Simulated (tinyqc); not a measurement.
Temperature and isotope dependence of a band gap in oscillator models: one step. Slope and asymptote.

E(T) = E0 - sum_i sl_i th_i n_i(T), n = 1/(exp(th/T) - 1). The same coupling lowers the gap at 0 K by the zero-point term ZP = sum_i sl_i th_i/2, so the gap of the static lattice is E0 + ZP. Thermal expansion is taken as part of the slopes.

Inputs chosen for the exercise (near those of Si; not measured data): E0 = 1.164 eV (gap at 0 K); th = (176, 490) K (temperatures of two oscillators); sl = (0.1106, 0.2244) meV/K (their high-temperature slopes); T = 500 K (temperature).

Problem. dE/dT = -sum sl_i (th_i/T)^2 n_i (1 + n_i). At high T, n -> T/th - 1/2, so E -> E0 + ZP - (sum sl_i) T. Give the slope, its ratio to the limit, and the value at 0 K of the tangent drawn at T.

Give: dE/dT; ratio to the limiting slope; intercept of the tangent; intercept - E0.

Solution.

dE/dT = -0.3167 meV/K
ratio to the limiting slope = 0.9455
intercept of the tangent = 1.2102 eV
intercept - E0 = 46.17 meV

The tangent recovers 71 % of ZP: the extrapolation works only from T well above the higher oscillator (490 K).

tinyqc: `OMP_NUM_THREADS=1 python tinyqc.py 1881189 1881190 out.jsonl`; about 0.01 s, one thread, shared Intel(R) Xeon(R) Processor @ 2.30GHz.
